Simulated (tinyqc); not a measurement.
Hole subbands of a hard-walled well, four-band Luttinger model, step by step. Values are carried at full precision from step to step, so a last printed digit may differ when a step is redone from the rounded ones.

Constants: hbar^2/2m0 = 3.80998211 eV angstrom^2.

Inputs chosen for the exercise (near those of GaSb; not measured data): b = -1.98 eV (shear deformation potential); C11 = 86 GPa; C12 = 40.5 GPa; e_par = -0.0025 (strain in the plane); g1 = 13.4 (Luttinger gamma1); g2 = 4.73 (gamma2); L = 50 angstrom (well width along [001]); g3 = 5.96 (gamma3); k = 0.0291 1/angstrom (wave vector in the plane); N = 2 (sines for each component); kmax = 0.151 1/angstrom (end of the path).

## Shear strain energy

e_perp = -2 (C12/C11) e_par and Zs = b (e_par - e_perp); Zs > 0 lifts the heavy-hole edge by Zs and lowers the light-hole edge by Zs.

e_perp = 0.00235
shear strain energy Zs = 0.00961 eV

## Levels at k = 0

R and S vanish: HHn = c (g1 - 2 g2)(n pi/L)^2 - Zs and LHn = c (g1 + 2 g2)(n pi/L)^2 + Zs, c = hbar^2/2m0, hole energies counted downwards. Sort HH1 to HH4 and LH1, LH2.

Levels:
```
subband  E (eV)
HH1      0.0497
HH2      0.2274
LH1      0.3535
HH3      0.5237
HH4      0.9386
LH2      1.3850
```

The top subband is HH1, 177.8 meV from HH2. The confinement energy of LH1 or the strain splitting is not small against a spin-orbit splitting of about 0.781 eV, so a six-band model would move the light holes. In so narrow a gap the light holes are also strongly non-parabolic.

## The matrix at one k

Hole energies are counted downwards from the unstrained band edge, c = hbar^2/2m0. After the usual block transformation one block is H = [[P + Q - Zs, R - i S], [R + i S, P - Q + Zs]] in (heavy, light), with P +/- Q = c [(g1 +/- g2) k^2 + (g1 -/+ 2 g2) kz^2], R = sqrt(3) c gR k^2, S = 2 sqrt(3) c g3 k kz, kz = -i d/dz; axial approximation gR = (g2 + g3)/2. Zs = b (e_par - e_perp) is the shear part of the strain (the hydrostatic part shifts all levels alike and is left out). Basis sqrt(2/L) sin(n pi z/L), n = 1 to N, for each component: kz^2 gives (n pi/L)^2 and the heavy-light block is R delta_nm - 2 sqrt(3) c g3 k D_nm with D_nm = 4 n m/(L (n^2 - m^2)) for n + m odd, 0 otherwise. The other block has the same levels. The split-off band is left out.

Fill in the 2N x 2N matrix, in meV.

H(k) (meV):
```
        h1       h2       l1       l2
h1  108.14        0    29.87   122.08
h2       0   285.93  -122.08    29.87
l1   29.87  -122.08   381.43        0
l2  122.08    29.87        0  1412.95
```

## Levels and mixing

Diagonalise; give the four lowest hole energies and the weight of the heavy component (the first half of the basis) in each.

levels (meV): 93.06  203.94  466.40  1425.05

heavy weight: 0.975  0.700  0.316  0.009

The most mixed of the four is number 3, with 32 % heavy character. Against 60 sines these levels lie 1.4, 12.6, 12.3 and 916.2 meV too high: the small basis is not converged.

## Dispersion in the plane

N = 20, nine points from 0 to kmax.

Hole energies (meV):
```
k (1/angstrom)      E1      E2      E3      E4  heavy weight of 1  heavy weight of 2
0.0000           49.65  227.44  353.45  523.75              1.000              1.000
0.0189           68.59  205.31  402.42  516.49              0.994              0.802
0.0377          112.25  188.08  503.07  504.74              0.908              0.721
0.0566          129.86  228.96  504.92  623.36              0.647              0.854
0.0755          134.69  280.13  542.63  727.49              0.539              0.802
0.0944          149.68  304.03  589.01  822.90              0.484              0.711
0.1133          176.93  317.97  608.83  916.72              0.447              0.644
0.1321          215.92  335.94  614.92  973.85              0.420              0.594
0.1510          265.87  363.13  621.75  995.81              0.399              0.555
```

At small k the hole energy falls in subbands 2 and 4: an electron-like mass, caused by repulsion from a deeper subband. E2 - E1 is smallest, 75.8 meV, at k = 0.0377 of the points listed. The top subband goes from 1.00 to 0.40 in heavy weight.

## Mass of HH1 in the plane

Second order in k: 1/m = g1 + g2 - sum_n 12 c g3^2 D_1n^2/(LHn - HH1) over even n up to 60, with D_1n = 4n/(L (n^2 - 1)) in size, LHn - HH1 = c [(g1 + 2 g2) n^2 - (g1 - 2 g2)](pi/L)^2 + 2 Zs, c = hbar^2/2m0.

LHn - HH1 for n = 2, 4, 6 (meV): 1335.3  5461.4  12338.3
terms for n = 2, 4, 6: 3.4594  0.1353  0.0248
sum of all terms = 3.6340
mass without mixing, 1/(g1 + g2) = 0.0552 m0
1/m with mixing = 14.4960 1/m0

Mixing with the light holes takes m from 0.055 to 0.069 m0.

## Checks

- 1/m of HH1 from the full matrix (N = 60) at small k against second order: both 14.496.
- The 2 x 2 block with gR = g2 (k along [100]) for a plane wave (k, 0, pi/L) against the bulk heavy-hole formula, eV: both 0.05108.
- Lowest level at the given k on a real-space grid of 240 points against 60 sines, eV: both 0.0917.

tinyqc: `OMP_NUM_THREADS=1 python tinyqc.py 1281120 1281121 out.jsonl`; about 0.1 s, one thread, shared Intel(R) Xeon(R) Processor @ 2.30GHz.
